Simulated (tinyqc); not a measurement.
Three structures under pressure: Born-Mayer model of an ionic crystal AB. Computed by tinyqc, a small Python program. Command: `OMP_NUM_THREADS=1 python tinyqc.py 3019231 3019232 out.jsonl bornmayer walk`. One thread of a shared host (Intel(R) Xeon(R) Processor @ 2.30GHz), about 0.01 s of CPU time with the checks.

Energies are per ion pair and r is the nearest distance of unlike ions.

Inputs (values chosen for the exercise, for a model salt):

| quantity | value | unit |
|---|---|---|
| ionic charge z | 2 | - |
| unlike repulsion lambda | 407 | eV |
| range rho | 0.359 | angstrom |
| like repulsion lambda2 | 119 | eV |
| dispersion C between like ions | 24 | eV angstrom^6 |

Structure: rock salt. Short range: with like-ion terms.

Constants: e^2/(4 pi eps_0) = 14.39964548 eV angstrom; 1 eV/angstrom^3 = 160.2176634 GPa.

Method:
- Madelung constant M, unlike neighbours z1, like neighbours z2 at f r, volume per pair: rock salt 1.747565, 6, 12, sqrt2, 2 r^3; caesium chloride 1.762675, 8, 6, 2/sqrt3, 8 r^3/(3 sqrt3); zinc blende 1.638055, 4, 12, sqrt(8/3), 16 r^3/(3 sqrt3).
- U(r) = -M z^2 e^2/(4 pi eps_0 r) + z1 lambda exp(-r/rho) + z2 [lambda2 exp(-f r/rho) - C/(f r)^6] (one mean like-ion term for both sublattices).
- With the volume written as c r^3, under pressure take the root at the minimum of the enthalpy and solve U'(r) + 3 c r^2 P = 0; H = U + P V; B = (U'' - 2 U'/r)/(9 c r).

Enthalpy (eV per pair):

| P (GPa) | rock salt | caesium chloride | zinc blende |
|---|---|---|---|
| 0 | -41.069 | -38.988 | -41.665 |
| 2 | -40.863 | -38.789 | -41.433 |
| 5 | -40.557 | -38.495 | -41.089 |
| 10 | -40.057 | -38.012 | -40.530 |
| 20 | -39.088 | -37.076 | -39.454 |
| 40 | -37.253 | -35.297 | -37.442 |
| 70 | -34.701 | -32.813 | -34.681 |
| 100 | -32.330 | -30.497 | -32.150 |

volumes at zero pressure (angstrom^3): rock salt 16.601, caesium chloride 15.983, zinc blende 18.741

What does the comparison show, and why?

At zero pressure the order is zinc blende < rock salt < caesium chloride. Between 40 and 70 GPa the lowest enthalpy passes from zinc blende to rock salt. Pressure favours the denser structure, through P V. The Madelung constants, the number of repulsive contacts and the volumes (16.6, 16.0, 18.7 angstrom^3 at P = 0) all matter. Caution: rigid ions with fixed charges leave out polarisation and covalency, so such models often misplace transition pressures.

Extremes, crossings and ranges named in words are read from the listed rows.
